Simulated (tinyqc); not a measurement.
Cahn-Hilliard equation on a periodic one-dimensional grid: one step, computed by the program tinyqc. Command: `OMP_NUM_THREADS=1 python tinyqc.py 3016329 3016330 out.jsonl cahn walk`. One thread of a shared host (Intel(R) Xeon(R) Processor @ 2.30GHz), about 0.02 s of CPU time with the checks.

Free energy F = h sum_j [A (c_j^2 - 1)^2/4 + (kappa/2) ((c_(j+1) - c_j)/h)^2]; dc/dt = Lap(mu), mu = A (c^3 - c) - kappa Lap(c), Lap(y)_j = (y_(j+1) - 2 y_j + y_(j-1))/h^2, mobility 1; the grid has n = 12 points.

Question. The first step. Start: c_j = c0 + amplitude x (z_j - mean of z). With Fourier components y_m = sum_j y_j exp(-2 pi i j m/n): c_m(new) = [c_m - dt lambda_m N_m]/(1 + dt kappa lambda_m^2), N = A (c^3 - c), lambda_m = (4/h^2) sin^2(pi m/n).

Inputs (values chosen for the exercise, in reduced units):

| quantity | value | unit |
|---|---|---|
| spacing h | 0.95 | - |
| well depth A | 0.93 | - |
| gradient coefficient kappa | 0.62 | - |
| mean composition c0 | -0.18 | - |
| noise amplitude | 0.1 | - |
| time step dt | 0.28 | - |

Scheme: semi-implicit Fourier.

random numbers: -0.596  0.569  0.721  -0.346  -0.502  0.621  0.427  0.323  0.421  -0.774  0.740  -0.047

Give: c at the start; mu at the start; c after one step; F at the start; F after one step.

Answer.

c at the start: -0.252575  -0.136075  -0.120875  -0.227575  -0.243175  -0.130875  -0.150275  -0.160675  -0.150875  -0.270375  -0.118975  -0.197675

mu at the start: 0.1022  0.1938  0.1945  0.1381  0.1249  0.2101  0.1304  0.1317  0.2259  0.0470  0.2672  0.1603

c after one step: -0.2316  -0.1456  -0.1321  -0.2196  -0.2328  -0.1478  -0.1422  -0.1540  -0.1704  -0.2358  -0.1506  -0.1974

F at the start = 2.496

F after one step = 2.487
